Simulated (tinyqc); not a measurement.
From results back to parameters: standing waves and exposure in a photoresist film. Two cases, with inputs chosen for the exercise.

Problem. Bleaching of a resist on an index-matched plate: T(0) = T12 exp(-(A + B) d), T(end) = T12 exp(-B d), T12 = 1 - ((n1 - 1)/(n1 + 1))^2, and the first slope dT/dD = T(0) C A T12 (1 - exp(-(A + B) d))/(A + B). Here d = dT and D is the dose; A, B and C are hidden.

Find: A; B; C.

Method. A = ln(T(end)/T(0))/d, B = ln(T12/T(end))/d, and the slope then gives C.

Case 1.

Values chosen (out of a larger set: a resist on Si, indices near tabulated ones; not measured data): n1 = 1.743 (resist index); dT = 0.362 micrometre (resist thickness on an index-matched plate).

T(0) = 0.686148
T(end) = 0.716611
dT/dD = 0.00085882 cm^2/mJ

Solution.

A = 0.12 1/micrometre
B = 0.71 1/micrometre
C = 0.036 cm^2/mJ

Case 2.

Values chosen (out of a larger set: a resist on Cu, indices near tabulated ones; not measured data): n1 = 1.726 (resist index); dT = 0.524 micrometre (resist thickness on an index-matched plate).

T(0) = 0.696443
T(end) = 0.730074
dT/dD = 0.00039767 cm^2/mJ

Solution.

A = 0.09 1/micrometre
B = 0.46 1/micrometre
C = 0.015 cm^2/mJ

Computed by tinyqc, one run a case: `OMP_NUM_THREADS=1 python tinyqc.py N N+1 out.jsonl` with N = 1650657, 1650677; one thread of a shared Intel(R) Xeon(R) Processor @ 2.30GHz, about 0.01 s a run at most.
